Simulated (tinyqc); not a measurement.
Worked calculation: Wannier functions of a composite (isolated) pair of valence bands (bonds of an sp chain). Values are carried at full precision from step to step, so a last printed digit may differ when a step is redone from the rounded ones.

Each atom has a hybrid pointing left (<) and right (>). H(k): diagonal +V3 on A, -V3 on B; <A<|A>> = -V1a, <B<|B>> = -V1b, <A>|B<> = -V2, <B>|A<> = -V2p exp(ik); k in 1/a, Bloch sums with exp(ikR). The two lowest bands are filled. Trial functions in cell 0: g1 = cos(c) A> + sin(c) B<, and g2 = sin(c) B> + cos(c) A< of cell 1, whose Bloch vector has cos(c) exp(-ik) on A<. Projection A_mn = <psi_m|g_n>, S = A^+ A, Loewdin U = A S^(-1/2), Bloch-like states w_n = sum_m psi_m U_mn, H_W(k) = U^+ diag(E) U. P = sum_m |psi_m><psi_m| is free of phase choices, and S = g^+ P g, w = P g S^(-1/2).

Parameters, chosen for this exercise:
- V2 = 3.27 eV (coupling in the bond A-B inside the cell)
- V2p = 3.83 eV (coupling in the bond to the next cell)
- V1a = 1.56 eV (coupling of the two hybrids on A)
- V1b = 0.91 eV (the same on B)
- V3 = 1.24 eV (A at +V3, B at -V3)
- j = 2 (mesh point, k = 2 pi j/N)
- N = 6 (k points)
- c = 35 degrees (trial bonds cos(c) on A, sin(c) on B)
- xb = 0.56 a (position of B (A at 0))

## H at one mesh point

Fill in the matrix.

H(k) (eV), lower triangle (Hermitian):
```
,A<,A>,B<,B>
A<,1.2400
A>,-1.5600,1.2400
B<,0,-3.2700,-1.2400
B>,1.9150-3.3169i,0,-0.9100,-1.2400
```

## Levels and the projector on the filled bands

Diagonalise; P = sum over the two lowest states of |psi><psi|.

levels (eV): -4.5110  -3.2923  2.9627  4.8406

P, lower triangle (Hermitian):
```
,A<,A>,B<,B>
A<,0.3625
A>,0.1207-0.0433i,0.3414
B<,0.0368-0.0169i,0.4541-0.0207i,0.6592
B>,-0.2459+0.3906i,-0.0325+0.0274i,0.1044-0.0743i,0.6370
```

The filled states put 1.408 electrons on A and 2.592 on B at this k.

## Loewdin orthogonalisation

The trial vectors are the columns g1 = (0, cos c, sin c, 0), g2 = (cos c exp(-ik), 0, 0, sin c), k = 2 pi j/N. Form S = g^+ P g, its eigenvalues, S^(-1/2), and w = P g S^(-1/2).

S:
```
,1,2
1,0.8726,-0.0620-0.0550i
2,-0.0620+0.0550i,0.8862
```

eigenvalues of S: 0.7962  0.9626

S^(-1/2):
```
,1,2
1,1.0741,0.0378+0.0336i
2,0.0378-0.0336i,1.0659
```

w:
```
,1,2
A<,0.1017+0.0400i,-0.3055-0.5071i
A>,0.5736+0.0129i,-0.0852-0.0705i
B<,0.8077-0.0184i,0.0640+0.0495i
B>,0.0644-0.0460i,0.7940+0.0158i
```

The combinations of the trial bonds that diagonalise S lie 79.6 to 96.3 % inside the filled space; an eigenvalue near zero would mark a poor choice.

## The Hamiltonian in the new basis

H_W = w^+ H w; its eigenvalues must be the two filled levels.

H_W(k) (eV):
```
,1,2
1,-3.636,-0.328+0.440i
2,-0.328-0.440i,-4.168
```

eigenvalues (eV): -4.511  -3.292

## Hoppings between the Wannier functions

H_mn(R) = (1/N) sum_k exp(-ikR) H_W,mn(k), the coupling of function m in cell 0 to function n in cell R.

H(R) (eV):
```
R,11,12,21,22
-2,0.0011,-0.0014,-0.0006,0.0012
-1,0.0402,-0.5202,-0.0117,0.0425
0,-3.5946,-0.5945,-0.5945,-4.1239
1,0.0402,-0.0117,-0.5202,0.0425
2,0.0011,-0.0006,-0.0014,0.0012
3,0.0001,0.0000,0.0000,0.0001
```

The bond levels are -3.595 and -4.124 eV, against -sqrt(V2^2 + V3^2) = -3.497 and -4.026 for isolated bonds. Neighbouring bonds couple by -0.594 eV through B; the bond-orbital estimate is -V1b (1 + ap)/2 = -0.605 with the mean V2 in ap = V3/sqrt(V2^2 + V3^2).

## The functions in real space

w_n(R) = (1/N) sum_k exp(ikR) w_n(k); point-like hybrids at R (A) and R + xb (B) give centres and spreads.

Function 1:
```
R,A<,A>,B<,B>
-2,0.0001,0.0003,-0.0002,-0.0021
-1,0.0016,0.0059,-0.0066,-0.0546
0,0.0781,0.5716,0.8126,0.0365
1,-0.0469,-0.0098,0.0158,0.0006
2,-0.0022,-0.0005,0.0009,0.0000
3,-0.0001,0.0000,0.0001,-0.0001
```

centres (a): 1 0.3718, 2 0.7189

spreads (a^2): 1 0.0728, 2 0.0481

Function 1 has 98.7 % of its weight on the two hybrids of its bond. Its centre lies +0.0918 a from the middle of the bond, towards B, the atom with the lower level.

## Checks

- Eigenvalues of H_W against the filled levels: they agree to 1e-10 or better.
- W^+ w against the unit matrix: they agree to 1e-10 or better.

tinyqc: `OMP_NUM_THREADS=1 python tinyqc.py 1452801 1452802 out.jsonl`; about 0.2 s, one thread, shared Intel(R) Xeon(R) Processor @ 2.30GHz.
